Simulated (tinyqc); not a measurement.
Rectangular fin or nanosheet with a gate all round, subbands and threshold shift from confinement: one step of the calculation.

Undoped body with a flat potential across it, hard walls, transport along x. One isotropic valley (g = 1, mx = my = mz = me). Non-parabolicity enters the subband edges through E (1 + al E) = gamma, so E = 2 gamma/(1 + sqrt(1 + 4 al gamma)); motion within a subband is taken as parabolic with the band-edge mass. Energies are counted from the bulk band edge.

Task. Threshold shift. Each subband has N_k = g sqrt(2 mx m0 kB T/(pi hbar^2)); without degeneracy n = exp(EF/Vt) sum N_k exp(-E_k/Vt). Classical value Nc times t H, Nc = sum over valleys of 2 g (m m0 kB T/(2 pi hbar^2))^1.5 with m = (mx my mz)^(1/3). Threshold shift dVT = Vt ln(classical value/sum N_k exp(-E_k/Vt)). Use the subbands listed.

Inputs (values chosen for the exercise); masses close to those of GaN:
```
symbol,value,unit,meaning
T,300,K,temperature
me,0.199,m0,mass at the band edge
t,9.1,nm,width (along y)
H,36.4,nm,height (along z)
```

Constants: q = 1.602176634e-19 C, kB = 1.380649e-23 J/K, hbar = 1.054571817e-34 J s, m0 = 9.1093837015e-31 kg, Vt = kB T/q. Results are converted to the units shown.

```
subband     E_k (eV)  N_k (cm^-1)
1,1      0.023151016  2.0731809e6
1,2      0.027340544  2.0731809e6
1,3      0.034307699  2.0731809e6
1,4      0.044029661  2.0731809e6
1,5      0.056475002  2.0731809e6
```

Wanted: shares; sum N_k exp(-E_k/Vt); Nc; classical value; dVT.

Result.

shares, subband 1,1 to 1,5 (%): 31.043  26.399  20.162  13.843  8.554
sum N_k exp(-E_k/Vt) = 2.7274e6 cm^-1
Nc = 2.2277e18 cm^-3
classical value = 7.3789e6 cm^-1
dVT = 25.730 mV

Computed by the program tinyqc: `OMP_NUM_THREADS=1 python tinyqc.py 2350170 2350171 out.jsonl`, one thread of a shared Intel Xeon 2.30GHz, about 0.1 s for the whole run.
